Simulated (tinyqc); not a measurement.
One-dimensional ballistic tunnel FET, two-band WKB: effect of temperature.

A p-type source for x < 0 with its Fermi level at 0 and its valence edge at ds; in the channel the bands fall as D exp(-x/lam) towards their flat values, with the conduction edge at Ec = ds - dP and D = dP + Eg. The gate moves dP one to one. The drain Fermi level lies at -Vd and the drain side reflects nothing. For w = E - Ec between 0 and dP an electron crosses the gap. Two-band dispersion with equal masses m: inside the gap kappa = sqrt(m u (1 - u/Eg)/C), u the distance from a band edge, C = hbar^2/(2 m0).

S(w) = 2 lam int_0^Eg kappa(u) du/(w + Eg - u) = 2 pi lam sqrt(m/(C Eg)) [w + Eg/2 - sqrt(w (w + Eg))], T(w) = exp(-S). I = g (2 q^2/h) int_0^dP T(w) [f(E) - f(E + Vd)] dw, E = ds - dP + w, f(x) = 1/(1 + exp(x/Vt)). Swing = d(dP)/d(log10 I).

Inputs (values chosen for the exercise); band and dielectric values close to those of indium arsenide: band gap Eg = 0.352 eV; band-edge mass of the two-band model m = 0.028 m0; screening length of the source junction lam = 3.7 nm; source valence edge above the source Fermi level ds = 0.14 eV; drain bias Vd = 0.5 V; number of degenerate subbands (spin apart) g = 1; tunnelling window Ev(source) - Ec(channel) dP = 0.25 eV.

Constants: q = 1.602176634e-19 C, kB = 1.380649e-23 J/K, hbar = 1.054571817e-34 J s, h = 6.62607015e-34 J s, m0 = 9.1093837015e-31 kg, Vt = kB T/q, hbar^2/(2 m0) = 0.0380998212 eV nm^2. Results are converted to the units shown.

Effect of temperature:

| T (K) | I (uA) | swing (mV/decade) | Vt ln 10 (mV/decade) |
|---|---|---|---|
| 77 | 0.5676 | 129.1 | 15.28 |
| 150 | 0.5860 | 133.5 | 29.76 |
| 200 | 0.6051 | 138.1 | 39.68 |
| 250 | 0.6289 | 143.7 | 49.61 |
| 300 | 0.6563 | 150.0 | 59.53 |
| 350 | 0.6861 | 156.8 | 69.45 |
| 400 | 0.7169 | 163.8 | 79.37 |

What does the table show?

I rises from 0.568 to 0.717 uA, and the swing rises from 129 to 164 mV/decade, while the thermionic limit rises from 15.3 to 79.4 mV/decade. Gap and mass are held fixed. In every row S at w = dP is below 2, where a WKB prefactor of 1 is a rough guess.

Numbers from tinyqc (`OMP_NUM_THREADS=1 python tinyqc.py 2620094 2620095 out.jsonl`; about 0.01 s on one thread of a shared Intel Xeon 2.30GHz).
